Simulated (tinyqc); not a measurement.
Standing waves and exposure in a photoresist film, step by step. Values are carried at full precision from step to step, so a last printed digit may differ when a step is redone from the rounded ones.

Normal incidence from air. Unexposed resist: N1 = n1 + i k1 with k1 = (A + B) lam/(4 pi), lam in micrometres. r01 = (1 - N1)/(1 + N1), t01 = 2/(1 + N1). Below the resist lie the layer Na = na + i ka and the substrate Ns = ns + i ks: r12 = (r1a + ras x)/(1 + r1a ras x), x = exp(4 pi i Na da/lam), r1a = (N1 - Na)/(N1 + Na), ras = (Na - Ns)/(Na + Ns). With p = exp(2 pi i N1 d/lam), the field at depth z is E(z) = t01 [exp(2 pi i N1 z/lam) + r12 p^2 exp(-2 pi i N1 z/lam)]/(1 + r01 r12 p^2), the relative intensity I(z) = n1 |E(z)|^2 and the reflectance R = |(r01 + r12 p^2)/(1 + r01 r12 p^2)|^2.

Inputs chosen for the exercise (a resist on Si, indices near tabulated ones; shifted at random, so the results belong to these values and not to a real crystal): lam = 248 nm (vacuum wavelength); n1 = 1.759 (resist index); A = 0.11 1/micrometre (bleachable absorption (Dill A)); B = 1.08 1/micrometre (fixed absorption (Dill B)); d = 319 nm (resist thickness); ns = 1.581 (substrate n); ks = 3.523 (substrate k); na = 1.817 (n of the bottom antireflection layer); ka = 0.433 (its k); da = 21 nm (its thickness); C = 0.04 cm^2/mJ (exposure rate (Dill C)); D = 80 mJ/cm^2 (incident dose); Ld = 10 nm (diffusion length of the post-exposure bake).

## Interface coefficients

Form N1, r01, t01 and r12.

N1 = 1.75900+0.02348i
r01 = -0.2752-0.0062i
t01 = 0.7248-0.0062i
r12 = 0.3292-0.2605i
|r12|^2 = 0.1762

Next to the bottom the intensity swings by a factor ((1 + |r12|)/(1 - |r12|))^2 = 5.99 between antinode and node; without the layer |r12|^2 would be 0.5173.

## Round trip and reflectance

Form p^2, the denominator and R; the period of the standing wave is lam/(2 n1).

p^2 = -0.6756-0.1077i
1 + r01 r12 p^2 = 1.0698-0.0371i
R = 0.2569
period = 70.49 nm

The film holds 4.53 periods.

## Intensity and exposure over the lowest period

Nine depths from d - period to d. Without bleaching during the exposure the share of unexposed compound is m = exp(-C D I).

Profile:
```
z (nm),I,m
248.5,1.053,0.034
257.3,0.738,0.094
266.1,0.392,0.286
274.9,0.214,0.505
283.8,0.305,0.376
292.6,0.610,0.142
301.4,0.946,0.048
310.2,1.114,0.028
319.0,1.012,0.039
```

I runs from 0.214 to 1.114 on these points, so m runs from 0.028 to 0.505; the least exposed point listed lies 44.1 nm above the bottom.

## Smoothing by the bake

Gaussian diffusion of length Ld multiplies a cosine of period L by exp(-2 pi^2 Ld^2/L^2). Give that factor, and the Ld that leaves 10 %.

factor = 0.672
Ld for 10 % = 24.08 nm

## Checks

- R against the transfer-matrix product: both 0.25689.

Run: tinyqc, `OMP_NUM_THREADS=1 python tinyqc.py 1682308 1682309 out.jsonl`; Intel(R) Xeon(R) Processor @ 2.30GHz, one thread, shared host; about 0.01 s of CPU time with all checks.
